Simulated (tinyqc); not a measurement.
Effective-mass impurity with a central-cell term, in a basis of Slater functions: one step, computed by the program tinyqc. Command: `OMP_NUM_THREADS=1 python tinyqc.py 3008409 3008410 out.jsonl centralcell walk`. One thread of a shared host (Intel(R) Xeon(R) Processor @ 2.30GHz), about 0.01 s of CPU time with the checks.

The envelope obeys H = -nabla^2 - (2/r) [Z + A exp(-kappa r)] in effective units, with kappa = a*/lambda; positive A deepens the well near the core.

Question. Matrices over the s basis. zeta_i = zeta_1 beta^(i-1), i = 1..n. For s functions exp(-zeta r), with s = zeta_i + zeta_j: S = 2/s^3, T = zeta_i zeta_j S, V = -2 Z/s^2, W = -2 A/(s + kappa)^2; each function is normalised by dividing by sqrt(S_ii S_jj).

Inputs (values chosen for the exercise, with mass and screening modelled on InP):

| quantity | value | unit |
|---|---|---|
| charge Z of the core | 1 | - |
| central-cell strength A | 4.5 | - |
| basis size n | 2 | - |
| smallest exponent zeta_1 | 0.38 | 1/a* |
| ratio beta of exponents | 2 | - |

Impurity: donor, one isotropic band.

kappa = 35.48792 1/a*

Give: exponents; overlap S; kinetic T; Coulomb V; central cell W.

Answer.

exponents (1/a*): 0.38  0.76

overlap S:
```
       1      2
1  1.000  0.838
2  0.838  1.000
```

kinetic T (Ry*):
```
        1       2
1  0.1444  0.2420
2  0.2420  0.5776
```

Coulomb V (Ry*):
```
         1        2
1    -0.76  -0.9554
2  -0.9554    -1.52
```

central cell W (Ry*):
```
           1          2
1  -0.001503  -0.004165
2  -0.004165   -0.01154
```
